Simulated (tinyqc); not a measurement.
p-n diode, drift-diffusion by the Gummel loop with Scharfetter-Gummel fluxes: two steps of the calculation.

Abrupt junction at x = 0, p side from -Lp, n side to Ln, ohmic contacts. psi is counted from the intrinsic level; n = ni exp((psi - phin)/Vt), p = ni exp((phip - psi)/Vt). Contacts: p side psi = V - Vt ln(Na/ni), p = Na, n = ni^2/Na; n side psi = Vt ln(Nd/ni), n = Nd, p = ni^2/Nd. Constant mobilities, D = mu Vt, Boltzmann statistics, SRH recombination through a mid-gap level, U = (n p - ni^2)/(tp (n + ni) + tn (p + ni)). Current is positive from the p contact to the n contact.

Parameters, values chosen for the exercise; band and dielectric values close to those of In0.53Ga0.47As:
- T = 300 K (temperature)
- Na = 3.3e17 cm^-3 (acceptor density of the p side)
- Nd = 5.2e16 cm^-3 (donor density of the n side)
- mun = 5300 cm^2/(V s) (electron mobility)
- mup = 150 cm^2/(V s) (hole mobility)
- tn = 5e-10 s (SRH lifetime of electrons)
- tp = 2e-9 s (SRH lifetime of holes)
- G = 0 cm^-3 s^-1 (uniform generation rate)

Constants: q = 1.602176634e-19 C, kB = 1.380649e-23 J/K, Vt = kB T/q. Results are converted to the units shown.

Task 1. Electron continuity. With psi and p held, F_i = (mun Vt/h_i) [n_(i+1) B(d_i) - n_i B(-d_i)], d_i = (psi_(i+1) - psi_i)/Vt, B(d) = d/(exp(d) - 1); solve F_i - F_(i-1) = w_i [(n_i p_i - ni^2)/den_i - G] for the new n, with den = tp (n + ni) + tn (p + ni) taken at the old n and p, h_i = x_(i+1) - x_i, w_i = (h_(i-1) + h_i)/2; phin = psi - Vt ln(n/ni).

```
node	x (nm)	psi (V)	n after Poisson (cm^-3)	p after Poisson (cm^-3)
0	-4700	0.11758592	2.2381669e6	3.3e17
1	-2070	0.11757956	8.1180725e13	3.3008118e17
2	-903	0.11757956	8.1180725e13	3.3008118e17
3	-386	0.11757956	8.1180726e13	3.3008118e17
4	-157	0.11758012	8.1182476e13	3.3007406e17
5	-55.1	0.11773448	8.1668668e13	3.2810906e17
6	-10	0.12619447	1.1328618e14	2.3653574e17
7	10	0.20812603	2.6950492e15	9.9427606e15
8	61.9	0.27887178	4.1595179e16	6.4421479e14
9	196	0.28482647	5.2369366e16	5.1167756e14
10	546	0.28489583	5.2510060e16	5.1030658e14
11	1450	0.28489593	5.2510253e16	5.1030471e14
12	3800	0.28464349	5.2e16	1.4203752e7
```

ni = 8.5941555e11 cm^-3

Wanted: new n; phin after round 1.

Result 1.

```
node	new n (cm^-3)	phin after round 1 (V)
0	2.238e6	0.4500
1	3.105e13	0.0248
2	5.486e13	0.0101
3	6.889e13	0.0042
4	7.596e13	0.0017
5	7.976e13	0.0006
6	1.124e14	0.0002
7	2.680e15	0.0001
8	4.137e16	0.0001
9	5.209e16	0.0001
10	5.225e16	0.0001
11	5.230e16	0.0001
12	5.200e16	0.0000
```

Task 2. Recombination and current. U_i as defined. J = Jn at the p contact + Jp at the n contact + q sum w_i U_i - q G sum w_i over the inner nodes, which avoids differences of large majority fluxes: Jn = (q mun Vt/h_0)[n_1 B(d_0) - n_0 B(-d_0)], Jp = (q mup Vt/h_last)[p_(N-1) B(d_last) - p_N B(-d_last)], d_i = (psi_(i+1) - psi_i)/Vt, B(d) = d/(exp(d) - 1), w_i = (h_(i-1) + h_i)/2.

```
node	x (nm)	converged psi (V)	converged n (cm^-3)	converged p (cm^-3)
0	-4700	0.11758592	2.2381669e6	3.3e17
1	-2070	0.11724405	3.0552178e13	3.3003054e17
2	-903	0.11711893	5.3871302e13	3.3005385e17
3	-386	0.11707271	6.7604799e13	3.3006758e17
4	-157	0.11705506	7.4529708e13	3.3006737e17
5	-55.1	0.11720211	7.8250492e13	3.2810157e17
6	-10	0.12567616	1.1036970e14	2.3636738e17
7	10	0.20775219	2.6452335e15	9.8750483e15
8	61.9	0.27891565	4.1502517e16	6.1833480e14
9	196	0.28488079	5.2280225e16	4.2353314e14
10	546	0.28486912	5.2272780e16	2.7289971e14
11	1450	0.28475186	5.2083459e16	8.3418713e13
12	3800	0.28464349	5.2e16	1.4203752e7
```

ni = 8.5941555e11 cm^-3

Find: U; Jn at the p contact; Jp at the n contact; recombination; generation; J.

Result 2.

U, node 0 to 12 (cm^-3 s^-1): 0  6.1081e22  1.0767e23  1.3510e23  1.4892e23  1.5635e23  2.2032e23  2.5534e24  3.0801e23  2.1133e23  1.3627e23  4.1692e22  0
Jn at the p contact = 2.5671 A/cm^2
Jp at the n contact = 0.22100 A/cm^2
recombination = 10.017 A/cm^2
generation = 0 A/cm^2
J = 12.805 A/cm^2

Computed by the program tinyqc: `OMP_NUM_THREADS=1 python tinyqc.py 2240029 2240030 out.jsonl`, one thread of a shared Intel Xeon 2.30GHz, about 0.2 s for the whole run.
